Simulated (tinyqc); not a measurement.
Inside a calculation. Model: liquidus of a compound AB in a simple-solution melt, liquid-phase epitaxy and vapour pressures. Computed by tinyqc, a small Python program that keeps every step. Command: `OMP_NUM_THREADS=1 python tinyqc.py 3017854 3017855 out.jsonl liq35 walk`. One thread of a shared host (Intel(R) Xeon(R) Processor @ 2.30GHz), about 0.03 s of CPU time with the checks. Intermediate numbers are printed to about 7 digits and carried at full precision; extremes and crossings named in words are read from the listed rows.

x is the atom fraction of B in the melt. The melt is a simple solution: R T ln gamma_B = W (1 - x)^2, R T ln gamma_A = W x^2, W = a + b T. The solid AB is stoichiometric.

Inputs (values chosen for the exercise, modelled on GaSb for the melt):

| quantity | value | unit |
|---|---|---|
| melting point T_F | 983 | K |
| entropy of fusion S_F | 66.8 | J/(mol K) |
| interaction a | 18.9 | kJ/mol |
| interaction slope b | -24.1 | J/(mol K) |
| saturation temperature T | 723 | K |
| step dT | 5.6 | K |
| cooling rate c | 0.41 | K/min |
| growth time t | 0.84 | min |
| diffusivity in the melt D | 2.9e-05 | cm^2/s |
| molar volume of the melt V_L | 12.8 | cm^3/mol |
| lattice constant a0 | 6.096 | angstrom |
| melt depth w | 5.5 | mm |
| heat of evaporation of A | 272 | kJ/mol |
| entropy of evaporation of A | 106 | J/(mol K) |
| heat of evaporation of B as (1/2) B2 | 114 | kJ/mol |
| entropy of evaporation of B as (1/2) B2 | 65.8 | J/(mol K) |

Growth programme: step cooling.

Constants: R = 8.314462618 J/(mol K); N_A = 6.02214076e+23 1/mol; k_B = 8.617333262e-05 eV/K.

## Solubility on the A-rich side

Liquidus (Vieland): f(x) = R T ln[4 x (1 - x)] + 2 W (1/2 - x)^2 + S_F (T_F - T) = 0. Newton steps with f' = (1 - 2x)[R T/(x (1 - x)) - 2 W], from the dilute estimate x = (1/4) exp[-(S_F (T_F - T) + W/2)/(R T)]; stop below 1e-13; f under 1e-6 shown as 0.

W = 1.4757 kJ/mol

Newton steps:

| step | x | f (J/mol) | f' (J/mol) |
|---|---|---|---|
| 1 | 0.01229903 | -1.102451e+02 | 479801.9 |
| 2 | 0.01252880 | -1.036172e+00 | 470838.0 |
| 3 | 0.01253100 | -9.272482e-05 | 470753.8 |
| 4 | 0.01253100 | 0 | 470753.8 |

solubility x = 0.01253100

The dilute estimate is 0.981 of the root. An ideal melt (W = 0) would dissolve x = 0.0141; the B-rich branch lies at 1 - x.

## Slope of the liquidus

dx/dT = -(df/dT)/f', df/dT = R ln[4 x (1 - x)] + 2 b (1/2 - x)^2 - S_F, f' = (1 - 2x)[R T/(x (1 - x)) - 2 W]. Concentrations: C_L = x N_A/V_L in the melt, C_S = 4/a0^3 in the solid; m = dT/dC_L.

dx/dT = 2.193200e-04 1/K

C_L = 5.895581e+20 1/cm^3

C_S = 1.765733e+22 1/cm^3

slope m = 9.691272e-20 K cm^3

apparent heat of solution k_B T^2 d ln x/dT = 0.7883918 eV

## Layer thickness

Semi-infinite melt (Hsieh): step d = 2 dT sqrt(D t/pi)/(C_S m); ramp d = (4/3) c sqrt(D/pi) t^(3/2)/(C_S m); supercooling is their sum. A melt of depth w can give at most w (undercooling)/(C_S m).

thickness d = 1.411729 micrometre

largest thickness from this melt = 17.99885 micrometre

sqrt(D t)/w = 0.06951069

The layer uses 8 % of what the melt could give.

## Three programmes

The formulas are those given above.

Thickness (micrometre):

| t (min) | step | ramp | supercooling | sqrt(D t) (mm) |
|---|---|---|---|---|
| 0.2 | 0.688853 | 6.724522e-03 | 0.69558 | 0.186548 |
| 0.5 | 1.089173 | 2.658101e-02 | 1.11575 | 0.294958 |
| 1.0 | 1.540323 | 7.518244e-02 | 1.61551 | 0.417133 |
| 2.0 | 2.178346 | 2.126480e-01 | 2.39099 | 0.589915 |
| 5.0 | 3.444267 | 8.405652e-01 | 4.28483 | 0.932738 |
| 10.0 | 4.870929 | 2.377477e+00 | 7.24841 | 1.319091 |
| 20.0 | 6.888534 | 6.724522e+00 | 13.61306 | 1.865476 |

Step cooling goes as t^(1/2), ramp cooling as t^(3/2); they are equal at t = 3 dT/(2 c) = 20.5 min. The local exponent of their sum runs from 0.52 to 0.91. Rows with sqrt(D t) above about half the depth of 5.5 mm are overestimates.

## Vapour pressures and congruent evaporation

Over the A-rich liquidus: p_A = gamma_A (1 - x) exp(S_A/R - H_A/(R T)), p_B2 = [gamma_B x exp(S_B/R - H_B/(R T))]^2, in bar. Free evaporation is congruent while the A flux over this liquidus is at least the B flux; with A and B2 taken as equal in mass for the estimate, T_c solves p_A = 2 p_B2.

log10 p_A = -14.11952

log10 p_B2 = -13.19418

congruent temperature T_c = 580.7666 K

T is above T_c: in vacuum B leaves faster and droplets of A form unless a B flux is supplied.

## The liquidus

The formulas are those given above.

Solubility; ideal: W = 0; dilute: (1/4) exp[-(S_F (T_F - T) + W/2)/(R T)]:

| T (K) | x | ideal | dilute | W (kJ/mol) |
|---|---|---|---|---|
| 492 | 3.483700e-05 | 8.238760e-05 | 3.483160e-05 | 7.0428 |
| 570 | 4.303550e-04 | 7.415122e-04 | 4.297668e-04 | 5.1630 |
| 649 | 2.978270e-03 | 4.018009e-03 | 2.958768e-03 | 3.2591 |
| 727 | 1.343476e-02 | 1.499128e-02 | 1.317434e-02 | 1.3793 |
| 806 | 4.637835e-02 | 4.483548e-02 | 4.453471e-02 | -0.5246 |
| 885 | 1.291344e-01 | 1.162014e-01 | 1.211242e-01 | -2.4285 |
| 944 | 2.555041e-01 | 2.342670e-01 | 2.292525e-01 | -3.8504 |
| 973 | 3.746594e-01 | 3.592393e-01 | 3.049228e-01 | -4.5493 |

x over the ideal value is 0.42 in the first row and 1.04 in the last, and lies between 0.42 and 1.11: W > 0 lowers the solubility and W < 0 raises it, by about exp(-W/(2 R T)) when dilute. The dilute form is within 5 % in 5 of the eight rows. Near T_F the liquidus closes as a parabola about x = 1/2.

Checks made by the program: x against bracketed root finding (relative difference below 1e-10).
